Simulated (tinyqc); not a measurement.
## Trap density and scattering coefficient from 1/f noise

Question. f S = K0 (1 + ac mu Cox I/gm)^2 with K0 = q^2 Vt lt Nt/(W L Cox^2), Vt in eV and Nt per eV. Find K0, Nt and ac.

Values chosen for this exercise: temperature T = 300 K; gate length L = 350 nm; total gate width W = 5 um; gate capacitance Cox = 1.21 uF/cm^2; mobility mu = 170 cm^2/(V s); tunnelling length into the oxide lt = 0.1 nm.

Constants: q = 1.602176634e-19 C, kB = 1.380649e-23 J/K, Vt = kB T/q. Results are converted to the units shown.

I/gm at two biases (V): 0.0406829421  0.188399126
f S at these biases (V^2): 2.10685503e-11  2.23574000e-11

Solution. sqrt(f S) is linear in I/gm: the intercept is sqrt(K0), and slope over intercept is ac mu Cox.

K0 = 2.072e-11 V^2
Nt = 8.000e16 cm^-3 eV^-1
ac = 1000 V s/C

Program tinyqc, `OMP_NUM_THREADS=1 python tinyqc.py 2150055 2150056 out.jsonl`; Intel Xeon 2.30GHz, shared host, one thread, about 0.03 s.
